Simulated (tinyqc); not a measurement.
Phonon transmission through an interface between two chains by Green functions: one step, computed by the program tinyqc.

Two semi-infinite chains (masses m_1, m_2; springs k_1, k_2), motion along the chain. The central region holds the end atom of each chain, joined by springs k_b. lambda = omega^2 in eV/(angstrom^2 u); nu = 15.6333042 THz x sqrt(lambda).

Problem. Self-energies and the matrix at the probe frequency. In chain i, sin(q_i a/2) = nu/nu_max,i. An outgoing wave makes the next atom move as exp(i q_i a) times the end atom, so the lead adds the self-energy Sigma_i = -k_i exp(i q_i a) to the force-constant matrix; Gamma_i = -2 Im Sigma_i = 2 k_i sin(q_i a). A = lambda M - K - Sigma over the central atoms, with K_ii the sum of the springs at i, K_(i,i+1) = -k_b; G = inverse of A; transmission = Gamma_1 Gamma_2 |G_(first,last)|^2.

Inputs (values chosen for the exercise, for two model chains):
```
quantity             value           unit
mass m_1              65.8              u
spring k_1            7.84  eV/angstrom^2
mass m_2              34.2              u
spring k_2            9.49  eV/angstrom^2
junction spring k_b   1.19  eV/angstrom^2
```

Atoms in the interlayer: none.

probe frequency = 5.612149 THz

band top of chain 1 = 10.79259 THz

band top of chain 2 = 16.47027 THz

Constants: nu for 1 eV/(angstrom^2 u) = 15.6333042 THz.

Give: q_1 a; q_2 a; Gamma_1; Gamma_2; A (complex symmetric).

Solution.

q_1 a = 1.094 rad

q_2 a = 0.6954 rad

Gamma_1 = 13.93 eV/angstrom^2

Gamma_2 = 12.16 eV/angstrom^2

A (complex symmetric) (eV/angstrom^2):
```
              end of 1      end of 2
end of 1  3.050+6.965i         1.190
end of 2         1.190  1.014+6.080i
```
